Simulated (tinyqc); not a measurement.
What each parameter does: band offset of a heterojunction with an interface dipole (two-band chains, self-consistent charge).

Sites alternate A, C. Left: A at -G1/2, C at +G1/2, hopping -t1; right: A at D - G2/2, C at D + G2/2, hopping -t2; the bonds across the two interfaces of a ring (C left to A right, C right to A left) have -sqrt(t1 t2). D is the offset of the mid-gaps, so Ev(right) - Ev(left) = D - (G2 - G1)/2 and Ec(right) - Ec(left) = D + (G2 - G1)/2. The closing bond has its sign reversed (antiperiodic ring). Half the levels are filled with two electrons each. The charge moved is q = (electrons on the left) less one a site; the mean over the two interfaces, q/2, is taken as the charge that crosses each, and its dipole opposes the offset: D = D0 - u q/2.

From here on the ring has 24 cells a side.

Values chosen for the exercise (gaps near those of InGaAs and InP; the chains and D0 are free models, so the offsets are not those of the real pair; shifted at random, so the results belong to these values and not to a real crystal): G1 = 0.72 eV (gap on the left); G2 = 1.4 eV (gap on the right); t1 = 2.38 eV (hopping on the left); t2 = 1.91 eV (hopping on the right); D0 = 0.23 eV (mid-gap of the right side above that of the left, without dipole); u = 5.6 eV (potential step per electron moved across).

Self-consistent D by bisection, q there, and the two offsets.

One parameter was then changed.

Results before and after:
```
case     D (eV)       q  valence offset (eV)  conduction offset (eV)
base     0.0948  0.0483              -0.2452                  0.4348
changed  0.0978  0.0472              -0.1882                  0.3838
```

Which of these changes was made? (a) t1 = 2.737 eV; (b) u = 6.44 eV; (c) G2 = 1.61 eV; (d) D0 = 0.265 eV; (e) G1 = 0.828 eV; (f) t2 = 2.196 eV.

Answer: (e) G1 = 0.828 eV. Of the candidates, run in turn, only this one gives the changed row.

All candidates:
```
case           D (eV)       q  valence offset (eV)  conduction offset (eV)
base           0.0948  0.0483              -0.2452                  0.4348
G1 = 0.828 eV  0.0978  0.0472              -0.1882                  0.3838
G2 = 1.61 eV   0.0999  0.0465              -0.3451                  0.5449
t1 = 2.737 eV  0.0950  0.0482              -0.2450                  0.4350
t2 = 2.196 eV  0.0949  0.0483              -0.2451                  0.4349
D0 = 0.265 eV  0.1092  0.0556              -0.2308                  0.4492
u = 6.44 eV    0.0872  0.0444              -0.2528                  0.4272
```

Computed by tinyqc, a small Python program: `OMP_NUM_THREADS=1 python tinyqc.py 1482486 1482487 out.jsonl` (the numbers bound the seed that draws the inputs); one thread of a shared host (Intel(R) Xeon(R) Processor @ 2.30GHz), about 0.4 s for the whole set of steps.
